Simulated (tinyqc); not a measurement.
Deep level with several charge states, and Shockley-Read-Hall recombination, step by step. Values are carried at full precision from step to step, so a last printed digit may differ when a step is redone from the rounded ones.

Energies from Ev. The defect has charge states +1, 0, -1 with weights 1, gm exp((EF - E1)/kT), exp((2 EF - E1 - E2)/kT); the shares are the weights over their sum. Boltzmann carriers: n = Nc exp((EF - Eg)/kT), p = Nv exp(-EF/kT). Neutrality: p - n + Nd + Nt <q> = 0.

Constants: kB = 8.617333262e-05 eV/K.

Inputs chosen for the exercise (gap and densities of states near those of InP at this temperature; shifted at random, so the results belong to these values and not to a real crystal):
- Eg = 1.316 eV (gap)
- Nc = 8.53e+17 1/cm^3 (conduction-band density of states)
- Nv = 1.91e+19 1/cm^3 (valence-band density of states)
- T = 400 K
- E1 = 0.635 eV (level (+1/0) above Ev)
- E2 = 0.94 eV (level (0/-1) above Ev)
- gm = 2 (degeneracy of the middle state, the others 1)
- Nt = 4.4e+15 1/cm^3 (defects)
- Nd = -9.7e+14 1/cm^3 (ionised shallow donors minus acceptors)
- E_try = 0.279 eV (trial Fermi level)
- Et = 0.94 eV (recombination level above Ev)
- sn = 2.4e-16 cm^2 (electron capture cross-section)
- sp_ = 9.6e-15 cm^2 (hole capture cross-section)
- vth = 17000000 cm/s (thermal velocity, both carriers)
- Nm = 4.4e+16 1/cm^3 (equilibrium holes for the lifetime steps)
- dn = 3.4e+13 1/cm^3 (excess pairs)

## Charge states at a trial Fermi level

Form the exponents, the shares, the mean charge and the residual of neutrality at EF = E_try.

exponents of the second and third weights: -10.328  -29.504

shares: +1 0.9999, 0 0.0001, -1 0.0000

<q> = 0.9999

n, p (1/cm^3): 7.33e+04  5.83e+15

residual = 9.26e+15 1/cm^3

The residual is positive, so EF must rise.

## The neutral state

Solve for EF.

EF = 0.6546 eV

shares at EF: +1 0.221, 0 0.779, -1 0.000

n = 3.96e+09 1/cm^3
p = 1.08e+11 1/cm^3

Without the defects the majority density would be 9.70e+14 1/cm^3; with them the density of these carriers is 1.08e+11, so the defects have removed nearly all of those carriers. Most defects are in the state 0.

## Recombination through one level

One level at Et with degeneracy 1: tn = 1/(sn vth Nt), tp = 1/(sp_ vth Nt), n1 = Nc exp((Et - Eg)/kT), p1 = Nv exp(-Et/kT), ni^2 = n1 p1. Equilibrium p0 = Nm, n0 = ni^2/Nm; n = n0 + dn, p = p0 + dn. U = (n p - ni^2)/(tp (n + n1) + tn (p + p1)), lifetime dn/U; emission rates en = sn vth n1, ep = sp_ vth p1.

Evaluate each quantity.

tn, tp (microsecond): 0.05570  0.001393

n1, p1 (1/cm^3): 1.56e+13  2.74e+07

U = 6.10e+20 1/(cm^3 s)
lifetime = 0.0557 microsecond

The lifetime is 1.000 times the minority capture time tn and 0.976 times tn + tp, the limit of high injection.

## Emission and generation in a depleted region

With n = p = 0 the level generates pairs at G = Nt en ep/(en + ep); generation lifetime tg = ni/G; current density e G W for a width W = 1 micrometre, e = 1.602176634e-19 C.

en, ep (1/s): 6.37e+04  4.47

G = 1.97e+16 1/(cm^3 s)
tg = 1.05 microsecond
current density = 3.15e-07 A/cm^2

The slower step, hole emission, limits the rate: en/ep = 1.43e+04.

## Checks

- U against hole capture minus emission at the steady occupation of the level (1/(cm^3 s)): both 6.104e+20.

Computed by tinyqc, a small Python program: `OMP_NUM_THREADS=1 python tinyqc.py 1680651 1680652 out.jsonl` (the numbers bound the seed that draws the inputs); one thread of a shared host (Intel(R) Xeon(R) Processor @ 2.30GHz), about 0.01 s for the whole set of steps.
